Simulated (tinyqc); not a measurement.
Classical nucleation, growth and JMAK kinetics of crystallisation from a melt or glass: one step, computed by the program tinyqc. Command: `OMP_NUM_THREADS=1 python tinyqc.py 3016303 3016304 out.jsonl nucl walk`. One thread of a shared host (Intel(R) Xeon(R) Processor @ 2.30GHz), about 0.01 s of CPU time with the checks.

A spherical nucleus cap on a flat wall with a sharp interface of isotropic energy gamma; lambda = Omega^(1/3) is the jump distance.

Task: Fraction transformed and grain size. JMAK with steady nucleation and growth, nuclei spread at random: extended fraction X_e = (pi/3) I u^3 t^4, X = 1 - exp(-X_e); t_X = [-3 ln(1 - X)/(pi I u^3)]^(1/4); final grains per volume = Gamma(5/4) (3/pi)^(1/4) (I/u)^(3/4), Gamma(5/4) = 0.9064024771. Grain size = (grains per volume)^(-1/3).

Inputs (values chosen for the exercise, for a model substance): temperature T = 1131 K; wall area per volume S_v = 4.9e+06 1/m; time t = 180 s.

Nucleation: on a flat wall. Driving force: Thompson-Spaepen.

nucleation rate I = 4.215738e+28 1/(m^3 s)

growth velocity u = 3.248575e-05 m/s

Give: extended fraction; fraction X at t; half time t_0.5; grains per volume; grain size.

Result:

extended fraction = 1.589e+24

fraction X at t = 1

half time t_0.5 = 1.463e-04 s

grains per volume = 6.126e+24 1/m^3

grain size = 0.005465 micrometre

t is 1.2e6 half times: the change is complete. Caution: grains come out smaller than the spacing of the walls, so nuclei are not spread at random as JMAK assumes.
